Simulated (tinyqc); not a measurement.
Worked calculation: CID on RHF in the sto-3g basis, for H2, spin multiplicity 1. One step of it, computed by the program tinyqc.

Question. Integrals over molecular orbitals. (pq|rs) = sum C_ip C_jq C_kr C_ls (ij|kl), one index at a time.

coefficients C:
```
            MO1        MO2
1H 1s  0.539960   1.324378
2H 1s  0.539960  -1.324378
```

core Hamiltonian H = T + V (hartree):
```
           1H 1s      2H 1s
1H 1s  -1.178696  -1.060416
2H 1s  -1.060416  -1.178696
```

Two-electron integrals (ij|kl) in chemists' order, unique and non-zero (hartree):
```
(11|11) 0.774606   (21|11) 0.493390   (21|21) 0.356507   (22|11) 0.601903
(22|21) 0.493390   (22|22) 0.774606
```

Give: one-electron integrals over orbitals h = C^T H C; Two-electron integrals over orbitals.

Answer.

one-electron integrals over orbitals h = C^T H C (hartree):
```
         1        2
1  -1.3057   0.0000
2   0.0000  -0.4149
```

Two-electron integrals over orbitals (pq|rs), unique and non-zero (hartree):
```
(11|11) 0.6908   (21|21) 0.1766   (22|11) 0.6786   (22|22) 0.7135
```
